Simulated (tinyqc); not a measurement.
Raising U: Hubbard chain of 4 sites, mean field against exact. Computed by the program tinyqc. 

one-body matrix (hopping and site energies) (eV):
```
         1        2        3        4
1   0.0000  -1.4100   0.0000   0.0000
2  -1.4100   0.0000  -1.4100   0.0000
3   0.0000  -1.4100   0.0000  -1.4100
4   0.0000   0.0000  -1.4100   0.0000
```

electrons, up and down: 2  1

Collinear unrestricted mean field (the lowest of 40 random starts) against exact diagonalisation.

Exact and mean-field results (eV):
```
U            U/t    E exact  E mean field  mean |n_up - n_down|  double occupancy, exact  first gap in the sector
0.7000    0.4965  -5.103862     -5.087442                0.2500                   0.1111                   1.3892
1.4100    1.0000  -4.807965     -4.742742                0.2500                   0.0974                   1.3338
2.8200    2.0000  -4.328045     -4.090182                0.2500                   0.0736                   1.1788
4.2300    3.0000  -3.968139     -3.521878                0.3772                   0.0550                   1.0197
5.6400    4.0000  -3.698620     -3.089774                0.4977                   0.0414                   0.8816
8.4600    6.0000  -3.336825     -2.565258                0.6262                   0.0246                   0.6761
11.2800   8.0000  -3.113375     -2.364691                0.7278                   0.0159                   0.5403
16.9200  12.0000  -2.860022     -2.238903                0.7408                   0.0079                   0.3802
28.2000  20.0000  -2.637786     -2.140528                0.7468                   0.0031                   0.2360
```

In absolute terms mean field is worst at U/t = 6.0, 0.772 eV too high: at small U it is nearly exact, and at large U it still misses the motion of the hole through a fluctuating spin background. Relative to the exact energy its error is 0.3 % at the smallest U, 24 % at most and 19 % at the largest. The double occupancy falls from 0.111 to 0.003.
